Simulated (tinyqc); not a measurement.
Changing the test temperature T: electromigration in a confined line: Blech product, Korhonen stress evolution and Black's law. Computed by tinyqc, a small Python program. Command: `OMP_NUM_THREADS=1 python tinyqc.py 3023471 3023472 out.jsonl emigr sweep`. One thread of a shared host (Intel(R) Xeon(R) Processor @ 2.30GHz), about 0.01 s of CPU time with the checks.

The electron wind pushes atoms from the cathode (x = 0) to the anode (x = L); blocking ends build a back stress (tension positive). The input rho is taken not to change with temperature. d sigma/dt = d/dx [kappa (d sigma/dx + G)], with zero flux at both ends and sigma = sigma_0 at t = 0.

Inputs (values chosen for the exercise, close to those used for ruthenium lines):
```
quantity                      value          unit
resistivity rho                14.6  micro-ohm cm
atomic volume Omega            13.6    angstrom^3
effective charge number Z*      1.8             -
prefactor D0                8.5e-07         m^2/s
activation energy E            1.44            eV
effective modulus B              67           GPa
critical stress sigma_c         550           MPa
initial stress sigma_0          230           MPa
current density j               1.4       MA/cm^2
line length L                    20            um
use temperature T_u             110             C
use current density j_u        0.34       MA/cm^2
current exponent n                2             -
```

Start: thermal stress.

Constants: e = 1.602176634e-19 C; k_B = 8.617333262e-05 eV/K; k_B = 1.380649e-23 J/K.

Method:
- G = Z* e rho j/Omega; D = D0 exp(-E/(k_B T)); kappa = D B Omega/(k_B T); drift velocity of an unconfined line v = D Z* e rho j/(k_B T). SI: 1 micro-ohm cm = 1e-8 ohm m, 1 MA/cm^2 = 1e10 A/m^2.
- Temperatures in kelvin are T(C) + 273.15.
- At steady state sigma(x) = sigma_0 + G (L/2 - x). A void forms only if the cathode stress reaches sigma_c, that is if j L exceeds (j L)_c = 2 Omega (sigma_c - sigma_0)/(Z* e rho). Time scale tau = L^2/kappa.
- Median life t50 = A j^(-n) exp(E/(k_B T)); acceleration factor = t50(use)/t50(test) = (j/j_u)^n exp[(E/k_B)(1/T_u - 1/T)].

One run for each value:
```
test temperature T (C)     tau (h)  drift velocity (nm/h)  acceleration factor  critical product (j L)_c (A/cm)
150                     1.1855e+08             2.1827e-06           1.0466e+03                           2067.2
175                     1.3871e+07             1.8656e-05           9.4739e+03                           2067.2
200                     2.0419e+06             1.2673e-04           6.7947e+04                           2067.2
225                     3.6529e+05             7.0840e-04           3.9988e+05                           2067.2
250                     7.7216e+04             3.3512e-03           1.9866e+06                           2067.2
275                     1.8849e+04             1.3728e-02           8.5272e+06                           2067.2
300                     5.2140e+03             4.9629e-02           3.2233e+07                           2067.2
325                     1.6088e+03             1.6085e-01           1.0902e+08                           2067.2
350                     5.4641e+02             4.7357e-01           3.3440e+08                           2067.2
```

Over the rows, tau (h) falls from 1.19e8 to 546; drift velocity (nm/h) rises from 2.18e-6 to 0.474. With rho, Z* and sigma_c held fixed the critical product does not depend on temperature; only the clock does.

Caution (all rows): j_u L lies below the critical product, so the acceleration factor is formal: at use the line would not void. Caution (rows 250, 275, 300, 325, 350): an acceleration factor above a million assumes one mechanism over a range that no test covers.
